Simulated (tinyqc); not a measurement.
Worked calculation: type-II superlattice in the two-band Kane model. Values are carried at full precision from step to step, so a last printed digit may differ when a step is redone from the rounded ones.

Motion along the axis, period d = a + b, c = hbar^2/2m0. Conduction and light-hole bands couple: (E - Ec)(E - Ev) = Ep c k^2 in each layer, with mass m(E) = (E - Ev)/Ep, which may be negative. The conduction envelope psi and psi'/m(E) are continuous; a layer carries them by [[cos kt, (m/k) sin kt], [-(k/m) sin kt, cos kt]] (cosh and sinh for k^2 < 0), and cos(q d) = tr(M_B M_A)/2. C1 is the first miniband above EvB, with its bottom at tr/2 = +1 and its top at -1; the gap is the bottom of C1 less the top heavy-hole level HH1.

Constants: hbar^2/2m0 = 3.80998211 eV angstrom^2; hc = 1239.841984 eV nm.

Inputs chosen for the exercise (near those of an InAs/GaSb superlattice; the results hold for these values, not for the real material):
- a = 39 angstrom (layer A)
- b = 53 angstrom (layer B)
- EcA = 0 eV (conduction edge of A)
- EvA = -0.41 eV (valence edge of A)
- EcB = 0.983 eV (conduction edge of B)
- EvB = 0.17 eV (valence edge of B)
- EpA = 14.4 eV (coupling energy in A)
- EpB = 18.3 eV (coupling energy in B)
- E = 0.323 eV (trial energy)
- mhA = 0.34 m0 (heavy hole in A)
- mhB = 0.28 m0 (heavy hole in B)

## Wave numbers and masses at one energy

Give k^2 and m(E) in both layers.

Layers:
```
layer  k^2 (1/angstrom^2)  m(E) (m0)
A               0.0043154    0.05090
B              -0.0014483    0.00836
```

In B the decay constant is 0.0381 1/angstrom; across the gap of B it peaks at mid-gap, at 0.0487, and vanishes at both edges.

## Transfer matrices

Form M_A, M_B and half the trace of their product.

M_A (angstrom units):
```
          1         2
1  -0.83667   0.42440
2  -0.70683  -0.83667
```

M_B (angstrom units):
```
        1        2
1  3.8244  0.81095
2  16.803   3.8244
```

tr/2 = 0.0791

E lies in a miniband.

## Edges and effective gap

Heavy holes are uncoupled: with e = EvB - E, p = sqrt(mhB e/c), w = sqrt(mhA (EvB - EvA - e)/c), the top level HH1 at q = 0 solves (p/mhB) tan(p b/2) = (w/mhA) tanh(w a/2).

C1 is the first miniband above EvB: bottom at tr/2 = +1, top at -1. The gap is its bottom less HH1; cut-off wavelength hc/gap.

bottom of C1 = 0.3068 eV
top of C1 = 0.3414 eV
HH1 = 0.1369 eV
gap = 0.1698 eV
cut-off = 7.30 micrometre

The bulk edges overlap by 170 meV; confinement lifts the electrons by 307 meV and lowers the holes by 33 meV, which opens the gap. It is 0.41 of the smaller bulk gap.

## Electron mass along the axis

m_z = -2 c f'/d^2 with f = tr/2 differentiated at the bottom of C1 (central difference of 1e-6 eV); compare the bulk edge mass (EcA - EvA)/EpA.

f' = -55.40 1/eV
m_z = 0.0499 m0
bulk edge mass of A = 0.0285 m0

## Checks

- Bottom of C1 from the two-band matrix on a staggered grid of 0.5 angstrom against the transfer matrix, eV: both 0.307.

Run: tinyqc, `OMP_NUM_THREADS=1 python tinyqc.py 1251869 1251870 out.jsonl`; Intel(R) Xeon(R) Processor @ 2.30GHz, one thread, shared host; about 0.06 s of CPU time with all checks.
